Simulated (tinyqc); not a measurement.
Planar metal-insulator-metal capacitor: capacitance, non-linearity, leakage and relaxation: one step of the calculation.

A film between two metal electrodes, each interface adding a series capacitance ci. The small-signal permittivity is ek (1 + aq E^2); the field is found with the linear permittivity. Leakage J = J0 sinh(E/Ef). After a voltage step the film passes a relaxation current kr C V tt^(-nr), tt being the time in seconds.

Problem. Planar capacitance, field and non-linearity. Planar film: Cf = eps0 ek/t, 1/C = 1/Cf + 2/ci, EOT = 3.9 eps0/C, effective permittivity C t/eps0, E = (V/t) C/Cf; quadratic coefficient [C(V)/C - 1]/V^2 with Cf (1 + aq E^2) in C(V).

Inputs (values chosen for the exercise); permittivity of the order of that of titanium dioxide:
```
symbol,value,unit,meaning
ek,81.4,,relative permittivity of the film
t,13,nm,film thickness
ci,1000,uF/cm^2,capacitance of each electrode interface (dead layer and screening)
aq,0.023,cm^2/MV^2,quadratic field coefficient of the permittivity
V,1.2,V,bias
J0,1.6e-10,A/cm^2,leakage prefactor
Ef,0.46,MV/cm,field for an e-fold rise of the leakage
```

Constants: eps0 = 8.8541878128e-14 F/cm where lengths are in cm. Results are converted to the units shown.

Wanted: Cf; C; EOT; effective permittivity; E; quadratic coefficient; J.

Solution.

Cf = 5.5441 uF/cm^2
C = 5.4833 uF/cm^2
EOT = 0.62976 nm
effective permittivity = 80.507
E = 0.91295 MV/cm
quadratic coefficient = 13164 ppm/V^2
J = 5.7114e-10 A/cm^2

The interfaces take 1.10 % of the voltage.

tinyqc, about 0.01 s, one thread, Intel Xeon 2.30GHz (shared host): `OMP_NUM_THREADS=1 python tinyqc.py 2102115 2102116 out.jsonl`
